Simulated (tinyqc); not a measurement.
Minority-electron transport through the base of a bipolar transistor (Moll-Ross and Kroemer integrals): one step, computed by the program tinyqc. Command: `OMP_NUM_THREADS=1 python tinyqc.py 3022283 3022284 out.jsonl base walk`. One thread of a shared host (Intel(R) Xeon(R) Processor @ 2.30GHz), about 0.01 s of CPU time with the checks.

Low injection, one dimension, x from the emitter edge (0) to the collector edge (W), s = x/W. Recombination is treated as a small correction (valid for tau_B well below tau_n), computed from the stored charge.

Question. Gain and speed. Emitter-limited gain beta_E = G_E/G_B; recombination-limited gain beta_R = tau_n/tau_B; 1/beta = 1/beta_E + 1/beta_R; f_T from the base alone = 1/(2 pi tau_B).

Inputs (values chosen for the exercise, modelled on GaAs): electron lifetime tau_n = 0.45 ns; emitter Gummel number G_E = 4.8e+12 s/cm^4; temperature T = 300 K.

Base doping profile: Gaussian. Gap grading: linear. Exit of the base: infinite sink.

base Gummel number G_B = 1.711107e+12 s/cm^4

base transit time tau_B = 4.342227 ps

Give: beta_E; beta_R; current gain beta; f_T from the base alone.

Answer.

beta_E = 2.805

beta_R = 103.6

current gain beta = 2.731

f_T from the base alone = 36.65 GHz

The gain is limited mainly by hole injection into the emitter (97 % of the base current).
